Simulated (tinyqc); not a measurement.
# Composition from the perpendicular lattice constant

Problem. The layer is x parts of the first compound and 1 - x of the second, grown coherently on the second as substrate and barrier. Rows of the table: lattice constant a, average valence level Ea on an absolute scale, spin-orbit splitting so, gaps at Gamma, X and L, hydrostatic deformation potentials av and ac (Gamma), shear potential b, elastic constants, electron and heavy-hole (along z) masses. All are interpolated linearly in x; gaps get -C x (1 - x), taken wholly in the conduction band; real line-ups can differ from this model by 0.1 eV or more. In-plane strain e = (a_substrate - a)/a, e_z = -2 (c12/c11) e, volume change 2 e + e_z. X-ray diffraction gives a_z = a (1 + e_z) of the coherent layer. Find x, e and the relaxed Gamma gap.

Inputs (values chosen for the exercise):
- CG = 0.37 eV (bowing of the Gamma gap)
- CX = 0.055 eV (bowing of the X gap)
- CL = 0 eV (bowing of the L gap)

Binary compounds, values chosen for the exercise:

|  | close to AlAs | close to GaAs |
|---|---|---|
| a (angstrom) | 5.661 | 5.653 |
| Ea (eV) | -7.49 | -6.92 |
| so (eV) | 0.278 | 0.344 |
| EG (eV) | 2.99 | 1.4 |
| EX (eV) | 2.15 | 1.91 |
| EL (eV) | 2.34 | 1.73 |
| av (eV) | 2.5 | 1.17 |
| ac (eV) | -5.56 | -7.19 |
| b (eV) | -1.5 | -1.72 |
| c11 (GPa) | 125 | 119 |
| c12 (GPa) | 53.9 | 54.5 |
| me (m0) | 0.149 | 0.0679 |
| mh (m0) | 0.469 | 0.345 |

lattice constant along the growth direction = 5.66114919 angstrom

Solution. a_z changes steadily with x, about (1 + 2 c12/c11) times as fast as the relaxed lattice constant, so one composition matches.

x = 0.540
e = -0.0764 %
relaxed Gamma gap = 2.17 eV

Computed by the program tinyqc: `OMP_NUM_THREADS=1 python tinyqc.py 2690096 2690097 out.jsonl`, one thread of a shared Intel Xeon 2.30GHz, about 0.01 s for the whole run.
